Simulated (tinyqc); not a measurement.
## Weak link from the transmission

Problem. An infinite chain has hopping -t with t = 1 eV and site energy 0; E = -2 t cos(k) with E = -1.57 eV. One bond has the hopping -y t with 0 < y < 1, so T(E) = 4 y^2 sin^2 k/[(1 - y^2)^2 + 4 y^2 sin^2 k]. Find y and the hopping y t.

T(E) = 0.35842241

Solution. With b = |sin k| sqrt(1/T(E) - 1), (1 - y^2)/(2 y) = b, whose root below 1 is sqrt(b^2 + 1) - b.

y = 0.470
y t = 0.470 eV

Numbers from tinyqc (`OMP_NUM_THREADS=1 python tinyqc.py 2660132 2660133 out.jsonl`; about 0.02 s on one thread of a shared Intel Xeon 2.30GHz).
